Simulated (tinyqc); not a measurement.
Worked calculation: empirical pseudopotential in a few plane waves. One step of it, computed by the program tinyqc.

Problem. Levels at k. Diagonalise the Hermitian matrix.

H(k) at k (eV), lower triangle (Hermitian):
```
,+0+0+0,-1-1-1,-1-1+1,-1+1-1,-1+1+1,+1-1-1,+1-1+1,+1+1-1,+1+1+1,-2+0+0,+0-2+0,+0+0-2,+0+0+2,+0+2+0,+2+0+0
+0+0+0,0.657806
-1-1-1,2.183894-0.894723i,21.008692
-1-1+1,-2.183894-0.894723i,0.000000+0.911581i,14.430628
-1+1-1,-2.183894-0.894723i,0.000000+0.911581i,-0.013606,17.719660
-1+1+1,-2.183894+0.894723i,0.013606,0.000000+0.911581i,0.000000+0.911581i,11.141596
+1-1-1,-2.183894-0.894723i,0.000000+0.911581i,-0.013606,-0.013606,0.000000,21.008692
+1-1+1,-2.183894+0.894723i,0.013606,0.000000+0.911581i,0.000000,-0.013606,0.000000+0.911581i,14.430628
+1+1-1,-2.183894+0.894723i,0.013606,0.000000,0.000000+0.911581i,-0.013606,0.000000+0.911581i,-0.013606,17.719660
+1+1+1,2.183894+0.894723i,0.000000,0.013606,0.013606,0.000000+0.911581i,0.013606,0.000000+0.911581i,0.000000+0.911581i,11.141596
-2+0+0,0.000000-0.911581i,-2.183894+0.894723i,-2.183894-0.894723i,-2.183894-0.894723i,2.183894-0.894723i,0.836999-0.279000i,-0.836999-0.279000i,-0.836999-0.279000i,-0.836999+0.279000i,21.214257
+0-2+0,0.000000-0.911581i,-2.183894+0.894723i,-2.183894-0.894723i,0.836999-0.279000i,-0.836999-0.279000i,-2.183894-0.894723i,2.183894-0.894723i,-0.836999-0.279000i,-0.836999+0.279000i,-0.013606,24.503289
+0+0-2,0.000000-0.911581i,-2.183894+0.894723i,0.836999-0.279000i,-2.183894-0.894723i,-0.836999-0.279000i,-2.183894-0.894723i,-0.836999-0.279000i,2.183894-0.894723i,-0.836999+0.279000i,-0.013606,-0.013606,27.792321
+0+0+2,0.000000+0.911581i,-0.836999-0.279000i,2.183894+0.894723i,-0.836999+0.279000i,-2.183894+0.894723i,-0.836999+0.279000i,-2.183894+0.894723i,0.836999+0.279000i,-2.183894-0.894723i,0.013606,0.013606,0.000000,14.636193
+0+2+0,0.000000+0.911581i,-0.836999-0.279000i,-0.836999+0.279000i,2.183894+0.894723i,-2.183894+0.894723i,-0.836999+0.279000i,0.836999+0.279000i,-2.183894+0.894723i,-2.183894-0.894723i,0.013606,0.000000,0.013606,-0.013606,17.925225
+2+0+0,0.000000+0.911581i,-0.836999-0.279000i,-0.836999+0.279000i,-0.836999+0.279000i,0.836999+0.279000i,2.183894+0.894723i,-2.183894+0.894723i,-2.183894+0.894723i,-2.183894-0.894723i,0.000000,0.013606,0.013606,-0.013606,-0.013606,21.214257
```

Give: eigenvalues.

Solution.

eigenvalues (eV): -3.132  8.078  9.890  10.507  14.285  15.214  16.969  17.207  18.801  20.626  21.772  23.112  25.801  27.231  30.181
